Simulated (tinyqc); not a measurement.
What each parameter does: ellipsoidal valleys in the axes of a wafer and a channel.

Valleys with axes a along x, y and z, two valleys each; inverse mass tensor w = 1/mt + (1/ml - 1/mt) a a. Device axes: z = nz/|nz|, x = nx/|nx|, y = z cross x; in them a = (ax, ay, az). Confinement mass mz = 1/w_zz. In the plane w_ij is replaced by u_ij = w_ij - w_iz w_jz/w_zz (i, j = x, y); density-of-states mass md = 1/sqrt(det u); conductivity mass along x mc = 1/u_xx; ballistic transport mass mx = u_yy/det u, width mass my = 1/u_yy.

Hard walls: E_n = c (n pi/t)^2/mz, c = hbar^2/2m0, n = 1, 2, 3. Non-degenerate share of a valley proportional to md sum_n exp(-E_n/kT); mean 1/mc = sum of share/mc. 1 nm = 10 angstrom.

Constants: hbar^2/2m0 = 3.80998211 eV angstrom^2; kB = 8.617333262e-05 eV/K.

Values chosen for the exercise (near those of the Delta valleys of Si; the results hold for these values, not for the real material):
```
symbol  value       unit  meaning
ml      0.944       m0    longitudinal mass
mt      0.188       m0    transverse mass
nz      (1, 1, 2)         surface normal (confinement)
nx      (1, 1, -1)        channel direction
t       3.9         nm    thickness of the film
T       77          K     temperature
```

Lowest E1, its share and the mean conductivity mass.

One parameter was then changed.

Results before and after:
```
case     lowest E1 (meV)   share  mean mc (m0)
base               61.29  0.9990        0.4397
changed            50.66  0.9961        0.4390
```

Which of these changes was made? (a) mt = 0.207 m0; (b) ml = 1.038 m0; (c) T = 84.7 K; (d) t = 4.29 nm.
Answer: (d) t = 4.29 nm. Of the candidates, run in turn, only this one gives the changed row.

All candidates:
```
case           lowest E1 (meV)   share  mean mc (m0)
base                     61.29  0.9990        0.4397
ml = 1.038 m0            59.71  0.9992        0.4711
mt = 0.207 m0            57.27  0.9976        0.4521
t = 4.29 nm              50.66  0.9961        0.4390
T = 84.7 K               61.29  0.9980        0.4395
```

Program tinyqc; command `OMP_NUM_THREADS=1 python tinyqc.py 1880204 1880205 out.jsonl`; about 0.01 s on one thread of a shared Intel(R) Xeon(R) Processor @ 2.30GHz.
